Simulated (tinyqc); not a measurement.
Sweep of a uniaxial [111] strain: strain-driven crossing of the Gamma and L valleys in a germanium-like crystal alloyed with tin.

Biaxial loads: e0 is the in-plane strain e_par and the normal is free. (001): e_perp = -2 (C12/C11) e_par; exx = eyy = e_par, ezz = e_perp, no shear. (111): e_perp = -(2 C11 + 4 C12 - 4 C44)/(C11 + 2 C12 + 4 C44) e_par; exx = eyy = ezz = (2 e_par + e_perp)/3 and exy = eyz = ezx = (e_perp - e_par)/3. (110): e_perp = -(C11 + 3 C12 - 2 C44)/(C11 + C12 + 2 C44) e_par; exx = eyy = (e_par + e_perp)/2, ezz = e_par, exy = (e_perp - e_par)/2, eyz = ezx = 0. Uniaxial loads: a stress along n, scaled so that n.e.n = e0, with exx = s11 sxx + s12 (syy + szz), exy = s44 sxy/2, s11 = (C11 + C12)/((C11 - C12)(C11 + 2 C12)), s12 = -C12/((C11 - C12)(C11 + 2 C12)), s44 = 1/C44.

Edges from the unstrained valence top: Gamma at Eg + ac tr(e); an L valley with unit axis u at EgL + aL tr(e) + XuL (u.e.u - tr(e)/3), u along [111], [1-1-1], [-11-1], [-1-11]; valence edges are the levels of the 6 x 6 matrix of X, Y, Z times spin with -Dso/3 + l exx + m (eyy + ezz) on the diagonal (cyclic), n exy off it, l = av + 2 b, m = av - b, n = sqrt(3) d. Spin-orbit term (Dso/3) L.sigma on X, Y, Z with (L_k)_ij = -i epsilon_kij: <X+|H|Y+> = -i Dso/3, <X+|H|Z-> = Dso/3, <Y+|H|Z-> = -i Dso/3, <Z+|H|X-> = -Dso/3, <Z+|H|Y-> = i Dso/3, <X-|H|Y-> = i Dso/3, and their conjugates; + and - are the spin along z.

With tin the unstrained gaps become E(y) = (1 - y) E + y EgS - CS y (1 - y); all other values are kept.
Constants: kB = 8.617333262e-05 eV/K.

Inputs chosen for the exercise (near those of Ge, gaps at low temperature; the results hold for these values, not for the real material):
```
symbol  value            unit  meaning
Eg      0.909            eV    gap at Gamma to the s-like level
EgL     0.743            eV    gap to L
Dso     0.289            eV    spin-orbit splitting
ac      -8.23            eV    conduction deformation potential
av      1.23             eV    valence hydrostatic potential
b       -2.56            eV    tetragonal shear potential
d       -5.22            eV    trigonal shear potential
aL      -1.54            eV    hydrostatic potential of the L edge, Xd + Xu/3
XuL     15.49            eV    uniaxial potential, L
y       0.021                  tin fraction
EgS     (-0.431, 0.068)  eV    Gamma and L gaps of the tin end
CS      (2.26, 1.14)     eV    bowing of the Gamma and L gaps
C11     127.4            GPa
C12     47.8             GPa
C44     67               GPa
load    uniaxial [111]         kind of strain
mG      0.0399           m0    mass at Gamma
mL      0.542            m0    density-of-states mass of the four L valleys together
T       77               K     temperature
```

The valence splitting is the distance of the top two edges. Share in Gamma = mG^(3/2)/(mG^(3/2) + (mL^(3/2)/4) sum_i exp(-(E_Li - E_Gamma)/kT)).

Results:
```
e0 (%)  direct gap (eV)  indirect gap (eV)  Gamma - L (meV)  valence splitting (meV)  share in Gamma (%)
-1.68             0.868              0.460              407                      135            1.83e-26
-0.64             0.851              0.616              235                       48            3.36e-15
0.40              0.794              0.668              126                       26            1.43e-08
1.44              0.690              0.571              119                       81            4.07e-08
2.48              0.586              0.473              112                      115            1.16e-07
3.52              0.481              0.376              106                      136            3.29e-07
4.56              0.377              0.278               99                      149            9.35e-07
5.60              0.273              0.181               92                      157            2.66e-06
```

How do the results move, and what explains it?

The gap stays indirect over the sweep. This load splits the L valleys, and the lowest set changes where e0 changes sign, which bends the column Gamma - L. The direct gap goes from 0.868 to 0.273 eV; of that change -0.118 eV comes from the rise of the valence top through the shear terms and the rest from the volume. The share in Gamma goes from 1.83e-26 to 2.66e-06 %. Beyond about 3 % terms of second order in the strain, left out here, matter.

Computed by tinyqc, a small Python program: `OMP_NUM_THREADS=1 python tinyqc.py 1050085 1050086 out.jsonl` (the numbers bound the seed that draws the inputs); one thread of a shared host (Intel(R) Xeon(R) Processor @ 2.30GHz), about 0.01 s for the whole set of steps.
